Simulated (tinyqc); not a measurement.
Pariser-Parr-Pople SCF with singles CI, for the molecule [CH2+]c1ccccc1F (SMILES; centres numbered as the heavy atoms are written), step by step. Computed by tinyqc, a small Python program that keeps every step. Settings: charge = 1, gamma = MN, start = huckel, damping = 0, iteration cap = 71, excitations kept = 9. Command: `OMP_NUM_THREADS=1 python tinyqc.py 24805 24806 out.jsonl` (the two numbers bound the seeds that draw the settings). One thread of a shared host (Intel(R) Xeon(R) Processor @ 2.60GHz), about 0.01 s of CPU time with the checks. Later iterations appear only in the table of the cycle.

## PPP integrals

Centres (angstrom, eV; a flat drawing with bonds scaled to 1.40 angstrom):
```
centre,x,y,core charge z,W,gamma_rr
1C,-1.81900,-1.40000,1,9.88000,10.40000
2C,-0.60600,-0.70000,1,9.88000,10.40000
3C,0.60600,-1.40000,1,9.88000,10.40000
4C,1.81900,-0.70000,1,9.88000,10.40000
5C,1.81900,0.70000,1,9.88000,10.40000
6C,0.60600,1.40000,1,9.88000,10.40000
7C,-0.60600,0.70000,1,9.88000,10.40000
8F,-1.81900,1.40000,2,41.15000,20.61000
```

Resonance integrals (eV):
```
i,j,beta
1,2,-2.21000
2,3,-2.21000
3,4,-2.21000
4,5,-2.21000
5,6,-2.21000
6,7,-2.21000
7,8,-1.84000
7,2,-2.21000
```

Mataga-Nishimoto: gamma = 14.399645/(R + a), a = 2 x 14.399645/(gamma_rr + gamma_ss); H_rr = -W_r - sum_(s != r) z_s gamma_rs; H_rs = beta for bonds.

repulsion gamma_rs (eV):
```
,1C,2C,3C,4C,5C,6C,7C,8F
1C,10.40000,5.17030,3.77985,2.82939,2.57819,2.82972,3.77970,3.86183
2C,5.17030,10.40000,5.17191,3.77985,3.44103,3.78019,5.17121,4.29345
3C,3.77985,5.17191,10.40000,5.17030,3.77970,3.44112,3.78019,3.10816
4C,2.82939,3.77985,5.17030,10.40000,5.17121,3.77970,3.44103,2.80733
5C,2.57819,3.44103,3.77970,5.17121,10.40000,5.17030,3.77985,3.10776
6C,2.82972,3.78019,3.44112,3.77970,5.17030,10.40000,5.17191,4.29365
7C,3.77970,5.17121,3.78019,3.44103,3.77985,5.17191,10.40000,6.18223
8F,3.86183,4.29345,3.10816,2.80733,3.10776,4.29365,6.18223,20.61000
```

core matrix H (eV):
```
,1C,2C,3C,4C,5C,6C,7C,8F
1C,-38.57080,-2.21000,0.00000,0.00000,0.00000,0.00000,0.00000,0.00000
2C,-2.21000,-44.98139,-2.21000,0.00000,0.00000,0.00000,-2.21000,0.00000
3C,0.00000,-2.21000,-41.21940,-2.21000,0.00000,0.00000,0.00000,0.00000
4C,0.00000,0.00000,-2.21000,-39.66612,-2.21000,0.00000,0.00000,0.00000
5C,0.00000,0.00000,0.00000,-2.21000,-40.01580,-2.21000,0.00000,0.00000
6C,0.00000,0.00000,0.00000,0.00000,-2.21000,-42.64023,-2.21000,0.00000
7C,0.00000,-2.21000,0.00000,0.00000,0.00000,-2.21000,-47.36835,-1.84000
8F,0.00000,0.00000,0.00000,0.00000,0.00000,0.00000,-1.84000,-68.80441
```

## Starting guess

pi electrons, sum of z_r less the charge = 8

Orbitals of the Hueckel matrix of the beta values.

P at the start:
```
,1C,2C,3C,4C,5C,6C,7C,8F
1C,1.00000,0.76064,0.00000,-0.28183,0.00000,0.12423,0.00000,-0.57146
2C,0.76064,1.00000,0.47880,0.00000,-0.15761,0.00000,0.40908,0.00000
3C,0.00000,0.47880,1.00000,0.77086,0.00000,-0.38242,0.00000,0.17399
4C,-0.28183,0.00000,0.77086,1.00000,0.54605,0.00000,-0.16783,0.00000
5C,0.00000,-0.15761,0.00000,0.54605,1.00000,0.76064,0.00000,-0.31373
6C,0.12423,0.00000,-0.38242,0.00000,0.76064,1.00000,0.50966,0.00000
7C,0.00000,0.40908,0.00000,-0.16783,0.00000,0.50966,1.00000,0.73806
8F,-0.57146,0.00000,0.17399,0.00000,-0.31373,0.00000,0.73806,1.00000
```

## Iteration 1: Fock matrix

F_rr = H_rr + P_rr gamma_rr / 2 + sum_(s != r) P_ss gamma_rs; F_rs = H_rs - P_rs gamma_rs / 2; E = tr P (H + F) / 2 + core repulsion sum_(r<s) z_r z_s gamma_rs.

F (eV):
```
,1C,2C,3C,4C,5C,6C,7C,8F
1C,-8.54183,-4.17636,0.00000,0.39871,0.00000,-0.17577,0.00000,1.10345
2C,-4.17636,-8.97345,-3.44816,0.00000,0.27116,0.00000,-3.26771,0.00000
3C,0.00000,-3.44816,-7.78816,-4.20280,0.00000,0.65798,0.00000,-0.27040
4C,0.39871,0.00000,-4.20280,-7.48733,-3.62187,0.00000,0.28876,0.00000
5C,0.00000,0.27116,0.00000,-3.62187,-7.78776,-4.17636,0.00000,0.48749
6C,-0.17577,0.00000,0.65798,0.00000,-4.17636,-8.97365,-3.52796,0.00000
7C,0.00000,-3.26771,0.00000,0.28876,0.00000,-3.52796,-10.86223,-4.12143
8F,1.10345,0.00000,-0.27040,0.00000,0.48749,0.00000,-4.12143,-30.84500
```

pi energy = -118.38261 eV

## Iteration 1: orbitals and new P

Diagonalise F (the basis is taken as orthonormal) and form P = 2 sum c c over the lowest orbitals.

orbital energies (eV): -31.75219  -16.15651  -13.63695  -12.75869  -8.57015  -4.25473  -3.21878  -0.91141

P after iteration 1:
```
,1C,2C,3C,4C,5C,6C,7C,8F
1C,0.50252,0.68606,0.21268,-0.14120,-0.26998,-0.10910,0.32937,-0.15295
2C,0.68606,1.01740,0.49204,0.04420,-0.20054,-0.07919,0.48529,-0.05450
3C,0.21268,0.49204,0.85807,0.73317,0.19447,-0.27155,-0.19774,0.06572
4C,-0.14120,0.04420,0.73317,0.93567,0.59414,0.05327,-0.28003,0.04661
5C,-0.26998,-0.20054,0.19447,0.59414,0.79336,0.65190,0.14992,-0.07694
6C,-0.10910,-0.07919,-0.27155,0.05327,0.65190,0.99993,0.68555,-0.10147
7C,0.32937,0.48529,-0.19774,-0.28003,0.14992,0.68555,0.93991,0.20600
8F,-0.15295,-0.05450,0.06572,0.04661,-0.07694,-0.10147,0.20600,1.95315
```

## Iteration 2: Fock matrix

As before.

F (eV):
```
,1C,2C,3C,4C,5C,6C,7C,8F
1C,-8.83645,-3.98356,-0.40194,0.19975,0.34802,0.15437,-0.62245,0.29534
2C,-3.98356,-9.36209,-3.48239,-0.08353,0.34504,0.14968,-3.46477,0.11700
3C,-0.40194,-3.48239,-8.69514,-4.10536,-0.36752,0.46723,0.37374,-0.10213
4C,0.19975,-0.08353,-4.10536,-8.49732,-3.74621,-0.10067,0.48179,-0.06543
5C,0.34802,0.34504,-0.36752,-3.74621,-8.21951,-3.89527,-0.28333,0.11955
6C,0.15437,0.14968,0.46723,-0.10067,-3.89527,-8.33423,-3.98279,0.21784
7C,-0.62245,-3.46477,0.37374,0.48179,-0.28333,-3.98279,-8.61180,-2.47677
8F,0.29534,0.11700,-0.10213,-0.06543,0.11955,0.21784,-2.47677,-24.50502
```

pi energy = -133.39883 eV

## Iteration 2: orbitals and new P

As before.

orbital energies (eV): -24.90501  -16.38179  -14.00715  -13.10239  -7.48598  -4.06132  -3.77590  -1.34202

P after iteration 2:
```
,1C,2C,3C,4C,5C,6C,7C,8F
1C,0.55324,0.72637,0.23753,-0.15243,-0.28306,-0.09786,0.31195,-0.07823
2C,0.72637,1.01545,0.46842,0.00780,-0.18755,-0.01882,0.46362,-0.04681
3C,0.23753,0.46842,0.87637,0.74093,0.18194,-0.28550,-0.20956,0.03697
4C,-0.15243,0.00780,0.74093,0.95631,0.59504,0.02926,-0.26375,0.03633
5C,-0.28306,-0.18755,0.18194,0.59504,0.80638,0.64672,0.19916,-0.04611
6C,-0.09786,-0.01882,-0.28550,0.02926,0.64672,0.97889,0.69400,-0.08591
7C,0.31195,0.46362,-0.20956,-0.26375,0.19916,0.69400,0.83712,0.16258
8F,-0.07823,-0.04681,0.03697,0.03633,-0.04611,-0.08591,0.16258,1.97625
```

## Iteration 3: Fock matrix

As before.

F (eV):
```
,1C,2C,3C,4C,5C,6C,7C,8F
1C,-8.78051,-4.08777,-0.44891,0.21564,0.36489,0.13846,-0.58955,0.15105
2C,-4.08777,-9.40443,-3.42132,-0.01473,0.32268,0.03557,-3.40875,0.10048
3C,-0.44891,-3.42132,-8.65158,-4.12542,-0.34385,0.49122,0.39608,-0.05746
4C,0.21564,-0.01473,-4.12542,-8.46027,-3.74855,-0.05530,0.45378,-0.05099
5C,0.36489,0.32268,-0.34385,-3.74855,-8.27737,-3.88186,-0.37640,0.07164
6C,0.13846,0.03557,0.49122,-0.05530,-3.88186,-8.53163,-4.00465,0.18444
7C,-0.58955,-3.40875,0.39608,0.45378,-0.37640,-4.00465,-8.74129,-2.34256
8F,0.15105,0.10048,-0.05746,-0.05099,0.07164,0.18444,-2.34256,-24.65000
```

pi energy = -133.63025 eV

## Iteration 3: orbitals and new P

As before.

orbital energies (eV): -25.00967  -16.43095  -14.04135  -13.22517  -7.43095  -4.14330  -3.78817  -1.42751

P after iteration 3:
```
,1C,2C,3C,4C,5C,6C,7C,8F
1C,0.56232,0.73507,0.24740,-0.14781,-0.28560,-0.10453,0.29821,-0.06023
2C,0.73507,1.01932,0.46117,-0.00034,-0.18547,-0.00910,0.45820,-0.04676
3C,0.24740,0.46117,0.87035,0.74032,0.18862,-0.28285,-0.21143,0.03074
4C,-0.14781,-0.00034,0.74032,0.95967,0.59847,0.02378,-0.26170,0.03506
5C,-0.28560,-0.18547,0.18862,0.59847,0.80319,0.63855,0.20564,-0.03898
6C,-0.10453,-0.00910,-0.28285,0.02378,0.63855,0.97743,0.70233,-0.08305
7C,0.29821,0.45820,-0.21143,-0.26170,0.20564,0.70233,0.82742,0.15031
8F,-0.06023,-0.04676,0.03074,0.03506,-0.03898,-0.08305,0.15031,1.98031
```

## Convergence

Stop when output and input P, before any damping, agree to 1e-7.

Course of the cycle:
```
iteration,E (eV),largest |P(out) - P(in)|
1,-118.3826071,9.53e-01
2,-133.3988300,1.03e-01
3,-133.6302511,1.80e-02
4,-133.6428510,7.63e-03
5,-133.6446806,4.19e-03
6,-133.6451333,2.31e-03
7,-133.6452671,1.28e-03
8,-133.6453087,7.11e-04
9,-133.6453220,3.97e-04
10,-133.6453263,2.22e-04
11,-133.6453276,1.27e-04
...,...,...
14,-133.6453283,2.33e-05
15,-133.6453283,1.32e-05
16,-133.6453283,7.53e-06
17,-133.6453283,4.28e-06
18,-133.6453283,2.44e-06
19,-133.6453283,1.39e-06
20,-133.6453283,7.89e-07
21,-133.6453283,4.49e-07
22,-133.6453283,2.56e-07
23,-133.6453283,1.46e-07
24,-133.6453283,8.29e-08
```

Converged in 24 iterations.

## Converged orbitals

Charges are z - P_rr.

orbital energies (eV): -24.96127  -16.43665  -14.04749  -13.25670  -7.41277  -4.16225  -3.79224  -1.44745

coefficients:
```
,MO1,MO2,MO3,MO4,MO5,MO6,MO7,MO8
1C,0.00597,0.31883,-0.42473,-0.02450,0.72236,0.01557,-0.40564,-0.17529
2C,0.02938,0.54960,-0.45560,-0.01790,-0.09795,-0.01734,0.55886,0.40863
3C,0.00495,0.40510,-0.03375,0.51442,-0.38621,0.48854,-0.17870,-0.38775
4C,0.00143,0.32057,0.37645,0.48700,0.03740,-0.50832,-0.30146,0.40949
5C,0.00644,0.29462,0.55959,-0.00403,0.39869,-0.01134,0.52899,-0.40136
6C,0.02830,0.30771,0.39455,-0.48708,0.01072,0.51576,-0.27936,0.40919
7C,0.15262,0.37411,-0.01906,-0.50209,-0.39440,-0.48252,-0.20472,-0.39242
8F,0.98739,-0.08935,0.00374,0.08899,0.05848,0.05859,0.02336,0.04180
```

pi charges: 1C 0.43464, 2C -0.02162, 3C 0.14021, 4C 0.03669, 5C 0.20001, 6C 0.02320, 7C 0.16858, 8F 0.01829

## Singles CI, singlets

Over the 9 single excitations with the smallest orbital gaps: A = (e_a - e_i) delta + 2 (ia|jb) - (ij|ab), with (pq|rs) = sum c_mp c_mq gamma_mn c_nr c_ns. f = 2/3 w |mu|^2 in atomic units, mu = sqrt2 sum c_ia sum_m c_mi c_ma R_m.

singlet CI matrix (eV):
```
,4>5,3>5,2>5,4>6,4>7,3>6,3>7,4>8,2>6
4>5,2.61436,0.03489,-0.01396,-0.02502,0.16109,0.40018,0.00282,0.26164,-0.17942
3>5,0.03489,4.14910,0.06659,-0.41454,-0.03837,-0.00321,-0.07516,-0.00136,0.00351
2>5,-0.01396,0.06659,5.66533,-0.26643,-0.00034,-0.00129,0.18544,0.02457,-0.01332
4>6,-0.02502,-0.41454,-0.26643,6.17444,0.01424,-0.01191,-0.26832,-0.01059,0.01852
4>7,0.16109,-0.03837,-0.00034,0.01424,5.87136,0.60060,0.01493,-0.02202,-0.07656
3>6,0.40018,-0.00321,-0.00129,-0.01191,0.60060,6.31133,-0.02238,-0.11814,0.06376
3>7,0.00282,-0.07516,0.18544,-0.26832,0.01493,-0.02238,7.12143,-0.00043,-0.00205
4>8,0.26164,-0.00136,0.02457,-0.01059,-0.02202,-0.11814,-0.00043,8.15265,-0.19259
2>6,-0.17942,0.00351,-0.01332,0.01852,-0.07656,0.06376,-0.00205,-0.19259,8.55084
```

singlet excitation energies (eV): 2.54935  4.06208  5.45024  5.55390  6.26270  6.76840  7.23346  8.08576  8.64495

oscillator strengths: 0.06784  0.64756  0.02931  0.21485  0.58923  0.74664  0.12313  0.00542  0.01289

## Singles CI, triplets

Over the 9 single excitations with the smallest orbital gaps: A = (e_a - e_i) delta - (ij|ab), with (pq|rs) = sum c_mp c_mq gamma_mn c_nr c_ns.

triplet CI matrix (eV):
```
,4>5,3>5,2>5,4>6,4>7,3>6,3>7,4>8,2>6
4>5,1.58218,-0.03487,0.03051,0.03791,-0.49739,0.11793,0.05429,-0.55915,0.64008
3>5,-0.03487,1.92209,0.71267,0.11793,0.05429,0.00996,-0.18909,0.00220,0.03821
2>5,0.03051,0.71267,4.23212,0.64008,-0.00328,0.03821,-0.88935,-0.02868,0.02613
4>6,0.03791,0.11793,0.64008,3.42024,-0.02785,0.04199,-0.31696,0.00756,-0.03985
4>7,-0.49739,0.05429,-0.00328,-0.02785,4.89211,-0.31696,-0.02531,0.14764,-0.10970
3>6,0.11793,0.00996,0.03821,0.04199,-0.31696,5.23723,0.02846,0.60182,-0.46342
3>7,0.05429,-0.18909,-0.88935,-0.31696,-0.02531,0.02846,5.00558,-0.02313,-0.02779
4>8,-0.55915,0.00220,-0.02868,0.00756,0.14764,0.60182,-0.02313,6.60048,1.17400
2>6,0.64008,0.03821,0.02613,-0.03985,-0.10970,-0.46342,-0.02779,1.17400,7.32861
```

triplet excitation energies (eV): 1.34214  1.71882  3.09651  3.91697  4.42018  5.31512  5.84455  6.36639  8.19995
